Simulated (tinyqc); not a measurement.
Band edges of strained Si(1-x)Ge(x) on relaxed Si(1-y)Ge(y): sweeps and comparisons. A value that a table varies takes the place of the one given here.

Values are linear in the Ge fraction but for ED(x) = linear - CD x (1 - x) and a(x) = linear - Ca x (1 - x). Energies are on the common scale of Ev.

Coherent growth on a (001) face: e_par = (a(y) - a(x))/a(x), e_perp = -2 (C12/C11) e_par; exx = eyy = e_par, ezz = e_perp, no shear.

A valley with unit axis u lies at Ev + gap + (av + a_valley) tr(e) + Xu (u.e.u - tr(e)/3); the Delta axes are x, y, z and the L axes [111], [1-1-1], [-11-1], [-1-11]. The second-order shift of the Delta valleys under shear is left out; it lowers the pair normal to the sheared plane by tens of meV at a shear of 1 %.

Valence edges: Ev plus the levels of the 6 x 6 matrix of X, Y, Z times spin with -Dso/3 + l exx + m (eyy + ezz) on the diagonal (cyclic), n exy off it, l = av + 2 b, m = av - b, n = sqrt(3) d. Spin-orbit term (Dso/3) L.sigma on X, Y, Z with (L_k)_ij = -i epsilon_kij: <X+|H|Y+> = -i Dso/3, <X+|H|Z-> = Dso/3, <Y+|H|Z-> = -i Dso/3, <Z+|H|X-> = -Dso/3, <Z+|H|Y-> = i Dso/3, <X-|H|Y-> = i Dso/3, and their conjugates; + and - are the spin along z.

Coherent growth: e_par = (a(y) - a(x))/a(x). (001): e_perp = -2 (C12/C11) e_par; exx = eyy = e_par, ezz = e_perp, no shear. (111): e_perp = -(2 C11 + 4 C12 - 4 C44)/(C11 + 2 C12 + 4 C44) e_par; exx = eyy = ezz = (2 e_par + e_perp)/3 and exy = eyz = ezx = (e_perp - e_par)/3. (110): e_perp = -(C11 + 3 C12 - 2 C44)/(C11 + C12 + 2 C44) e_par; exx = eyy = (e_par + e_perp)/2, ezz = e_par, exy = (e_perp - e_par)/2, eyz = ezx = 0.

Inputs chosen for the exercise (end members near Si and Ge, in this order; not measured data):

| symbol | value | unit | meaning |
|---|---|---|---|
| a | (5.426, 5.654) | angstrom | lattice constant |
| Dso | (0.043, 0.289) | eV | spin-orbit splitting |
| av | (2.47, 1.23) | eV | valence hydrostatic potential |
| b | (-2.11, -2.55) | eV | tetragonal shear potential |
| d | (-4.78, -5.28) | eV | trigonal shear potential |
| C11 | (164.4, 126.7) | GPa |  |
| C12 | (64.4, 47.6) | GPa |  |
| C44 | (80.3, 66) | GPa |  |
| Ev | (0, 0.67) | eV | top of the unstrained valence band |
| ED | (1.172, 0.927) | eV | gap to the Delta valleys |
| EL | (2.036, 0.733) | eV | gap to the L valleys |
| aD | (1.63, 1.21) | eV | hydrostatic potential of the Delta gap |
| aL | (-3.34, -2.99) | eV | hydrostatic potential of the L gap |
| XuD | (8.94, 9.34) | eV | uniaxial potential, Delta |
| XuL | (15.64, 15.07) | eV | uniaxial potential, L |
| CD | 0.206 | eV | bowing of the Delta gap |
| Ca | 0.025 | angstrom | bowing of the lattice constant |
| face | 001 |  | growth face |
| y | 0.67 |  | Ge fraction of the relaxed buffer |
| x | 1 |  | Ge fraction of the layer |

## Composition of the layer

The buffer is kept. dEc = Ec(buffer) - Ec(layer), dEv = Ev(layer) - Ev(buffer); buffer edges Ev(y) and Ev(y) + min(ED, EL). The digit behind Delta or L counts whole valleys.

Results:

| x | e_par (%) | lowest valleys | gap (eV) | next valleys above (meV) | valence splitting (meV) | dEc (eV) | dEv (eV) |
|---|---|---|---|---|---|---|---|
| 0.12 | 2.25 | Delta2 | 0.771 | 360 | 240 | 0.343 | -0.152 |
| 0.25 | 1.73 | Delta2 | 0.807 | 278 | 180 | 0.279 | -0.124 |
| 0.37 | 1.25 | Delta2 | 0.847 | 201 | 125 | 0.211 | -0.096 |
| 0.50 | 0.71 | Delta2 | 0.896 | 115 | 67 | 0.126 | -0.060 |
| 0.62 | 0.21 | Delta2 | 0.943 | 34 | 19 | 0.039 | -0.019 |
| 0.75 | -0.34 | Delta4 | 0.911 | 56 | 27 | -0.010 | 0.062 |
| 0.87 | -0.86 | Delta4 | 0.838 | 60 | 63 | -0.032 | 0.157 |
| 1.00 | -1.43 | L4 | 0.723 | 41 | 96 | -0.023 | 0.263 |

What can be read from the table?

The gap is 0.771 eV in the first row and 0.723 eV in the last, with its largest listed value, 0.943 eV, at x = 0.62. The lowest valleys change: Delta2 to Delta4 between x = 0.62 and 0.75, Delta4 to L4 between x = 0.87 and 1.00. Per 0.1 of x the valence offset moves by +47 meV on average; the conduction offset lies between -32 and +343 meV, not monotonically. Electrons and holes sit on opposite sides in every row (type II). Offsets below about 30 meV are within the spread of parameter sets, so those rows do not settle the type. Strains above 2 % can be kept only in layers of a few nanometres.

## Composition of the buffer

The layer is kept. dEc = Ec(buffer) - Ec(layer), dEv = Ev(layer) - Ev(buffer); buffer edges Ev(y) and Ev(y) + min(ED, EL). The digit behind Delta or L counts whole valleys.

Results:

| y | e_par (%) | lowest valleys | gap (eV) | next valleys above (meV) | valence splitting (meV) | dEc (eV) | dEv (eV) |
|---|---|---|---|---|---|---|---|
| 0.45 | -2.33 | Delta4 | 0.661 | 55 | 127 | -0.087 | 0.437 |
| 0.53 | -2.01 | Delta4 | 0.698 | 21 | 118 | -0.081 | 0.374 |
| 0.61 | -1.68 | L4 | 0.721 | 15 | 106 | -0.058 | 0.310 |
| 0.69 | -1.34 | L4 | 0.723 | 50 | 92 | -0.011 | 0.247 |
| 0.76 | -1.05 | L4 | 0.725 | 82 | 77 | 0.031 | 0.192 |
| 0.84 | -0.70 | L4 | 0.728 | 119 | 55 | 0.083 | 0.128 |
| 0.92 | -0.36 | L4 | 0.730 | 156 | 30 | 0.043 | 0.064 |

How do the results move?

The gap is 0.661 eV in the first row and 0.730 eV in the last. The lowest valleys change: Delta4 to L4 between y = 0.53 and 0.61. Per 0.1 of y the valence offset moves by -79 meV on average; the conduction offset lies between -87 and +83 meV, not monotonically. Both carriers sit on one side for y = 0.76, 0.84 and 0.92, and on opposite sides elsewhere. Offsets below about 30 meV are within the spread of parameter sets, so those rows do not settle the type. Strains above 2 % can be kept only in layers of a few nanometres.

## The same layer on three faces

dEc = Ec(buffer) - Ec(layer), dEv = Ev(layer) - Ev(buffer); buffer edges Ev(y) and Ev(y) + min(ED, EL). The digit behind Delta or L counts whole valleys.

Results:

| face | e_par (%) | lowest valleys | gap (eV) | next valleys above (meV) | valence splitting (meV) | dEc (eV) | dEv (eV) | Delta spread (meV) | L spread (meV) |
|---|---|---|---|---|---|---|---|---|---|
| (001) | -1.43 | L4 | 0.723 | 41 | 96 | -0.023 | 0.263 | 234 | 0 |
| (111) | -1.43 | L3 | 0.677 | 162 | 92 | 0.033 | 0.252 | 0 | 262 |
| (110) | -1.43 | L2 | 0.634 | 140 | 93 | 0.073 | 0.255 | 97 | 208 |

How do the results move?

On (001) only the Delta valleys split (234 meV), on (111) only the L valleys (262 meV), on (110) both (97 and 208 meV). The lowest valleys are L4 on (001), L3 on (111) and L2 on (110); the smallest gap is 0.634 eV on (110) and the largest 0.723 eV on (001).

## What each parameter does

dEc = Ec(buffer) - Ec(layer), dEv = Ev(layer) - Ev(buffer); buffer edges Ev(y) and Ev(y) + min(ED, EL). Each row changes one parameter from the base and keeps the others.

Results:

| case | gap (eV) | valence splitting (meV) | dEc (eV) | dEv (eV) |
|---|---|---|---|---|
| base | 0.7225 | 95.9 | -0.0232 | 0.2630 |
| x = 0.97 | 0.7630 | 88.8 | -0.0388 | 0.2381 |
| y = 0.7 | 0.7235 | 90.0 | -0.0054 | 0.2392 |
| CD = 0.256 eV | 0.7225 | 95.9 | -0.0342 | 0.2630 |
| d = (-5.497, -6.072) eV | 0.7225 | 95.9 | -0.0232 | 0.2630 |
| b = (-2.426, -2.932) eV | 0.7130 | 104.9 | -0.0232 | 0.2725 |
| XuL = (17.986, 17.33) eV | 0.7225 | 95.9 | -0.0232 | 0.2630 |
| XuD = (10.281, 10.741) eV | 0.7225 | 95.9 | -0.0232 | 0.2630 |
| Ev = (0, 0.77) eV | 0.7225 | 95.9 | -0.0562 | 0.2960 |

How do the results move?

The largest shifts from the base row, up to three for each result and ties (the steps differ in size, so this ranks the rows, not the parameters). gap (eV): x +0.0404, b -0.0096, y +0.0009; unchanged at the printed digits by CD, d, XuL, XuD and Ev. valence splitting (meV): b +9.0, x -7.2, y -5.9; unchanged at the printed digits by CD, d, XuL, XuD and Ev. dEc (eV): Ev -0.0330, y +0.0178, x -0.0156; unchanged at the printed digits by d, b, XuL and XuD. dEv (eV): Ev +0.0330, x -0.0248, y -0.0238; unchanged at the printed digits by CD, d, XuL and XuD. The lowest valleys of the layer are L4, so among the conduction-band potentials only those of that family reach the gap and dEc; the buffer is unstrained. A shift large enough to swap the lowest family would change that.

Run: tinyqc, `OMP_NUM_THREADS=1 python tinyqc.py 1051389 1051390 out.jsonl`; Intel(R) Xeon(R) Processor @ 2.30GHz, one thread, shared host; about 0.01 s of CPU time with all checks.
